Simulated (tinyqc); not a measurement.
From results back to parameters: Boltzmann transport in a parabolic band with a power-law relaxation time. Two cases, with inputs chosen for the exercise.

Problem. The Seebeck coefficient and the Hall density nH = n/rH are given; md is hidden (a Pisarenko analysis).

F_j(eta) = (1/Gamma(j + 1)) integral_0^infinity x^j dx/(1 + exp(x - eta)), which tends to exp(eta) for eta << 0.

n = N F_1/2(eta) with N = 2 (m kB T/(4 pi c))^(3/2) with c = hbar^2/2m0, in 1/angstrom^3; times 1e24 for 1/cm^3, m = md.

tau = tau0 x^r with x = E/kT. With K_j = Gamma(j + 1) F_j(eta): <tau> = tau0 (r + 3/2) K_(r+1/2)/((3/2) K_(1/2)); mu = <tau>/(mc m0/e), m0/e = 5.685630e-12 kg/C; Hall factor rH = (3/2) K_(1/2) (2r + 3/2) K_(2r+1/2)/((r + 3/2) K_(r+1/2))^2; Seebeck S = -(kB/e) [(r + 5/2) K_(r+3/2)/((r + 3/2) K_(r+1/2)) - eta]; Lorenz number L = (kB/e)^2 [(r + 7/2) K_(r+5/2)/((r + 3/2) K_(r+1/2)) - ((r + 5/2) K_(r+3/2)/((r + 3/2) K_(r+1/2)))^2]; kB/e in V/K. Valley anisotropy is left out of rH.

Constants: hbar^2/2m0 = 3.80998211 eV angstrom^2; kB = 8.617333262e-05 eV/K.

Case 1.

Values chosen (out of a larger set: masses near those of SiC; tau0 is set for a mobility of the usual size at this n, kL is a free input; freeze-out and phonon drag, which matter near 77 K, are left out; not measured data): r = 0 (exponent of tau); T = 300 K.

S = -566.121 microvolt/K
nH = 3.2000e+17 1/cm^3

Case 2.

Values chosen (out of a larger set: masses near those of SiC; tau0 is set for a mobility of the usual size at this n, kL is a free input; freeze-out and phonon drag, which matter near 77 K, are left out; not measured data): r = 1.5 (exponent of tau); T = 77 K.

S = -780.576 microvolt/K
nH = 7.7680e+15 1/cm^3

Find: eta; rH; n; md.

Solution. S depends on eta alone and |S| falls steadily with it; eta gives rH and so n, and N = n/F_1/2(eta) gives md from N proportional to md^(3/2).

Case 1.

eta = -4.06
rH = 1.000
n = 3.2e+17 1/cm^3
md = 0.822 m0

Case 2.

eta = -5.06
rH = 1.931
n = 1.5e+16 1/cm^3
md = 0.806 m0

Computed by tinyqc, one run a case: `OMP_NUM_THREADS=1 python tinyqc.py N N+1 out.jsonl` with N = 1681901, 1681918; one thread of a shared Intel(R) Xeon(R) Processor @ 2.30GHz, about 0.01 s a run at most.
